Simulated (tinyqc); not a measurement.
# Changing the surface recombination velocity S

Model: photoconductance decay in a wafer: bulk and surface recombination modes, and iron detection by pair splitting. Computed by tinyqc, a small Python program. Command: `OMP_NUM_THREADS=1 python tinyqc.py 3113045 3113046 out.jsonl pcd sweep`. One thread of a shared host (Intel(R) Xeon(R) Processor @ 2.30GHz), about 0.04 s of CPU time with the checks.

Both faces of the wafer have the same S; injection is low and all coefficients are constant. x runs from -W/2 to W/2.

Inputs (values chosen for the exercise, modelled on p-type silicon): thickness W = 200 micrometre; diffusivity D = 31 cm^2/s; bulk lifetime tau_b without iron = 250 microsecond.

Method:
- h = S W/(2 D). Solve f(b) = b sin b - h cos b = 0 from b = (pi/2) sqrt(h/(h + pi^2/4)), with f'(b) = (1 + h) sin b + b cos b; four steps.
- Even modes cos(a x) obey b tan b = S W/(2 D) with b = a W/2, odd modes sin(a x) obey -b cot b = S W/(2 D); each decays at the rate 1/tau_b + D a^2.
- tau_eff is the decay time of the first mode. The surface time is 1/(D a^2) of that mode; shortcuts for it are W/(2 S), W^2/(pi^2 D) and their sum, whose error is sum/surface time - 1.

One run for each value:
```
surface recombination velocity S (cm/s)  tau_eff (microsecond)  surface time (microsecond)  error of the sum (%)          h
3.00e-01                                                 248.1                   3.333e+04             6.963e-04  9.677e-05
1.60e+00                                                 240.4                   6.251e+03             3.712e-03  5.161e-04
8.40e+00                                                 206.6                   1.192e+03             1.946e-02  2.710e-03
4.50e+01                                                 117.9                   2.233e+02             1.035e-01  1.452e-02
2.40e+02                                                  36.5                   4.275e+01             5.302e-01  7.742e-02
1.30e+03                                                   8.5                   8.795e+00             2.329e+00  4.194e-01
6.70e+03                                                   2.6                   2.666e+00             5.026e+00  2.161e+00
1.90e+05                                                   1.3                   1.350e+00             7.132e-01  6.129e+01
1.00e+06                                                   1.3                   1.315e+00             1.430e-01  3.226e+02
```

Give the missing row, surface recombination velocity S (cm/s) = 3.60e+04.

Computed row:
```
surface recombination velocity S (cm/s)  tau_eff (microsecond)  surface time (microsecond)  error of the sum (%)          h
3.60e+04                                                   1.5                   1.541e+00             2.867e+00  1.161e+01
```

Interpolating between the two neighbouring rows (the first column on a logarithmic scale, the others too where they are positive) misses most in error of the sum (%), by 34 %. Over the rows, tau_eff (microsecond) falls from 248 to 1.31 (exponent d ln y / d ln x -0.019 between the first rows and -0.016 between the last); surface time (microsecond) falls from 33300 to 1.32 (exponent d ln y / d ln x -1.00 between the first rows and -0.016 between the last); error of the sum (%) goes from 6.96e-4 through a maximum among these rows, 5.03 at 6700, to 0.143. At the low end the exponent of surface time is -1.00, close to -1: slow surfaces, W/(2 S). At the high end the exponent of surface time is -0.02, close to 0: fast surfaces, limited by diffusion. The sum of the two shortcuts misses by at most about 5.0 % over these rows.

Extremes, crossings and ranges named in words are read from the listed rows.
